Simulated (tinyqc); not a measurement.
What moves the results: six-band Luttinger-Kohn model with strain. A value that a table varies takes the place of the one given here.

Six-band Luttinger-Kohn model in the basis |3/2,3/2>, |3/2,1/2>, |3/2,-1/2>, |3/2,-3/2>, |1/2,1/2>, |1/2,-1/2>, electron energies, zero at the top of the unstrained valence band. H = -[rows: (P+Q, -S, R, 0, -S/r2, r2 R); (-S*, P-Q, 0, R, -r2 Q, r32 S); (R*, 0, P-Q, S, r32 S*, r2 Q); (0, R*, S*, P+Q, -r2 R*, -S*/r2); (-S*/r2, -r2 Q, r32 S, -r2 R, P+Dso, 0); (r2 R*, r32 S*, r2 Q, -S/r2, 0, P+Dso)], r2 = sqrt(2), r32 = sqrt(3/2). Levels are twofold.

P = c g1 k^2 - av tr(e); Q = c g2 (kx^2 + ky^2 - 2 kz^2) - (b/2)(exx + eyy - 2 ezz); R = c sqrt3 [-g2 (kx^2 - ky^2) + 2i g3 kx ky] + (sqrt3/2) b (exx - eyy) - i d exy; S = 2 c sqrt3 g3 (kx - i ky) kz - d (exz - i eyz); c = hbar^2/2m0, e the strain tensor (not engineering shear).

s11 = (C11 + C12)/((C11 - C12)(C11 + 2 C12)), s12 = -C12/((C11 - C12)(C11 + 2 C12)), s44 = 1/C44; exx = s11 sxx + s12 (syy + szz) and cyclic, exy = s44 sxy/2; tension is positive. A uniaxial stress X along the unit vector n is s_ij = X n_i n_j.

Constants: hbar^2/2m0 = 3.80998211 eV angstrom^2.

Inputs chosen for the exercise (near those of GaSb; shifted at random, so the results belong to these values and not to a real crystal):

| symbol | value | unit | meaning |
|---|---|---|---|
| Dso | 0.748 | eV | spin-orbit splitting |
| g1 | 13.34 |  | Luttinger gamma1 |
| g2 | 4.71 |  | gamma2 |
| g3 | 5.99 |  | gamma3 |
| av | 0.8 | eV | valence hydrostatic potential |
| b | -2.04 | eV | tetragonal shear potential |
| d | -4.65 | eV | trigonal shear potential |
| C11 | 89.6 | GPa |  |
| C12 | 40 | GPa |  |
| C44 | 43.5 | GPa |  |
| load | uniaxial [100] |  | kind of stress |
| X1 | 1.8 | GPa | size of the stress |
| E_h | 25 | meV | hole energy below the top |
| X | 0.84 | GPa | stress |

## Sweep of a uniaxial [100] stress

Edges at k = 0 and curvature masses of the top pair along [110] and [001] (step 0.0002 1/angstrom); at zero stress the top is fourfold and has no single curvature.

Edges and masses:

| X (GPa) | top (eV) | second (eV) | third (eV) | splitting (meV) | m [110] | m [001] |
|---|---|---|---|---|---|---|
| -3.00 | 0.1429 | -0.1375 | -0.7958 | 280.4 | 0.059 | 0.158 |
| -2.00 | 0.0888 | -0.0917 | -0.7734 | 180.5 | 0.060 | 0.145 |
| -1.00 | 0.0407 | -0.0458 | -0.7570 | 86.5 | 0.062 | 0.130 |
| 0.00 | 0.0000 | 0.0000 | -0.7480 | 0.0 | - | - |
| 1.00 | 0.0458 | -0.0317 | -0.7480 | 77.5 | 0.091 | 0.055 |
| 2.00 | 0.0917 | -0.0531 | -0.7583 | 144.8 | 0.091 | 0.055 |
| 3.00 | 0.1375 | -0.0638 | -0.7793 | 201.3 | 0.091 | 0.055 |

The splitting reaches 280.4 meV under compression and 201.3 meV under the same tension; linear shear terms alone would make the two equal, and the difference comes from the coupling to the split-off band. At the ends of the sweep the top pair has a mass along [110] of 0.059 under compression and 0.091 under tension, so compression gives the lighter holes along [110]; along [001] it has 0.158 and 0.055. The top edge itself moves by +143 and +138 meV. The ends of the sweep mean strains up to 4.6 %, beyond the range of linear deformation potentials.

## Which stress helps holes along [110]

Each load has size X1 (biaxial: sxx = syy); masses are curvatures of the top pair at k = 0.

Results:

| load | splitting (meV) | top edge (meV) | m [110] | m [001] |
|---|---|---|---|---|
| uniaxial [110], compression | 129.7 | 60.9 | 0.036 | 0.151 |
| uniaxial [110], tension | 111.7 | 69.6 | 0.426 | 0.050 |
| uniaxial [100], compression | 161.2 | 78.7 | 0.061 | 0.142 |
| uniaxial [100], tension | 132.2 | 82.5 | 0.091 | 0.055 |
| uniaxial [111], compression | 118.7 | 54.7 | 0.048 | 0.075 |
| uniaxial [111], tension | 102.3 | 64.0 | 0.136 | 0.075 |
| biaxial (001), compression | 132.2 | 57.1 | 0.055 | 0.255 |
| biaxial (001), tension | 161.2 | 104.1 | 0.142 | 0.039 |

The lightest mass along [110] (0.036) comes with uniaxial [110], compression. The largest splitting (161.2 meV) comes with uniaxial [100], compression; biaxial (001), tension. The heaviest mass along [001] (0.255), which lowers the confinement energy in a (001) channel, comes with biaxial (001), compression. The splitting per GPa follows b (s11 - s12) for loads along cube axes and d s44 for [111]: here 2 |b| (s11 - s12) = 82.3 and |d| s44/sqrt3 = 61.7 meV per GPa in the limit of large Dso; where the splitting nears Dso, mixing with the split-off band makes it depend on the sign of the load.

## Warping of the constant-energy contours (six-band Luttinger-Kohn model)

No strain (e = 0). In the plane kz = 0, |k| where the top and second pairs lie E_h below the top, against the angle from [100]; m = c k^2/E_h.

Contours:

| angle (degrees) | k top (1/angstrom) | k second (1/angstrom) | m top (m0) | m second (m0) |
|---|---|---|---|---|
| 0 | 0.0409 | 0.0171 | 0.255 | 0.044 |
| 9 | 0.0420 | 0.0170 | 0.269 | 0.044 |
| 18 | 0.0454 | 0.0168 | 0.314 | 0.043 |
| 27 | 0.0507 | 0.0166 | 0.392 | 0.042 |
| 36 | 0.0567 | 0.0165 | 0.489 | 0.041 |
| 45 | 0.0596 | 0.0164 | 0.541 | 0.041 |

The heavy contour reaches 1.457 times as far along [110] as along [100], the light one 0.961 times. The warping follows g3 - g2 = 1.28 and would vanish for g2 = g3. Along [100] the heavy mass is 1/(g1 - 2 g2) = 0.255 at any energy, while the light one is 0.0445, against 1/(g1 + 2 g2) = 0.0439 at the edge, for E_h/Dso = 0.03.

## What each parameter does

Edges at k = 0 under a uniaxial [100] stress X and the curvature mass of the top pair along [110] (step 0.0002 1/angstrom). Each row changes one parameter from the base and keeps the others.

Results:

| case | top (eV) | second (eV) | third (eV) | mass (m0) |
|---|---|---|---|---|
| base | 0.0385 | -0.0273 | -0.7474 | 0.091 |
| d = -3.72 eV | 0.0385 | -0.0273 | -0.7474 | 0.091 |
| g3 = 4.792 | 0.0385 | -0.0273 | -0.7474 | 0.091 |
| Dso = 0.898 eV | 0.0385 | -0.0278 | -0.8968 | 0.091 |
| X = 1.008 GPa | 0.0462 | -0.0319 | -0.7481 | 0.091 |
| b = -2.448 eV | 0.0454 | -0.0327 | -0.7489 | 0.091 |
| C11 = 107.52 GPa | 0.0290 | -0.0200 | -0.7462 | 0.091 |
| C44 = 52.2 GPa | 0.0385 | -0.0273 | -0.7474 | 0.091 |

The largest shifts from the base row, up to three for each result and ties (the steps differ in size, so this ranks the rows, not the parameters). top (eV): C11 -0.0095, X +0.0077, b +0.0069; unchanged at the printed digits by d, g3, Dso and C44. second (eV): C11 +0.0072, b -0.0054, X -0.0046; unchanged at the printed digits by d, g3 and C44. third (eV): Dso -0.1494, b -0.0015, C11 +0.0012; unchanged at the printed digits by d, g3 and C44. mass (m0): unchanged at the printed digits by d, g3, Dso, X, b, C11 and C44. The Luttinger parameters multiply k^2 and cannot move the edges; av shifts all edges alike and leaves the mass.

(tinyqc, `OMP_NUM_THREADS=1 python tinyqc.py 1050214 1050215 out.jsonl`, Intel(R) Xeon(R) Processor @ 2.30GHz, 1 thread, shared host, about 0.05 s.)
